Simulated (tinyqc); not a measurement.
Inside a calculation. Method: coherent transport through a tight-binding region between two chains. One step of it, computed by the program tinyqc.

Problem. Transmission at E = 0.19 eV. Surface Green function g = (E - i sqrt(4 t^2 - E^2)) / (2 t^2); self-energy tc^2 g on each contact site; G = (E - H - Sigma)^(-1); Gamma = -2 Im Sigma; T = Gamma_L Gamma_R |G_LR|^2; local density of states -Im G_ii / pi.

H of the central region (eV):
```
           1          2          3          4          5          6
1   0.000000  -2.270000   0.000000   0.000000   0.000000  -2.270000
2  -2.270000   0.000000  -2.270000   0.000000   0.000000   0.000000
3   0.000000  -2.270000   0.000000  -2.270000   0.000000   0.000000
4   0.000000   0.000000  -2.270000   0.000000  -2.270000   0.000000
5   0.000000   0.000000   0.000000  -2.270000   0.000000  -2.270000
6  -2.270000   0.000000   0.000000   0.000000  -2.270000   0.000000
```

Leads: semi-infinite chains with site energy 0:
```
parameter                           value
lead hopping t (eV)              1.710000
coupling to the left lead (eV)   0.540000
coupling to the right lead (eV)  0.350000
left contact site                       1
right contact site                      6
```

E = 0.190000 eV

Give: g; G; local density of states; transmission.

Solution.

g = 0.0325-0.5839i 1/eV

G (1/eV):
```
                 1                2                3                4
1  -0.0276-0.0036i   0.2212+0.0009i   0.0091+0.0036i  -0.2220-0.0012i
2   0.2212+0.0009i  -0.0273-0.0083i   0.2216-0.0002i   0.0088+0.0084i
3   0.0091+0.0036i   0.2216-0.0002i  -0.0276-0.0035i   0.2213+0.0005i
4  -0.2220-0.0012i   0.0088+0.0084i   0.2213+0.0005i  -0.0273-0.0084i
5   0.0095-0.0035i  -0.2223-0.0005i   0.0091+0.0035i   0.2215+0.0002i
6   0.2212+0.0015i   0.0098-0.0083i  -0.2220-0.0008i   0.0088+0.0084i

                 5                6
1   0.0095-0.0035i   0.2212+0.0015i
2  -0.2223-0.0005i   0.0098-0.0083i
3   0.0091+0.0035i  -0.2220-0.0008i
4   0.2215+0.0002i   0.0088+0.0084i
5  -0.0276-0.0035i   0.2213+0.0001i
6   0.2213+0.0001i  -0.0273-0.0084i
```

local density of states (1/eV): 0.0012  0.0027  0.0011  0.0027  0.0011  0.0027

transmission = 0.0024
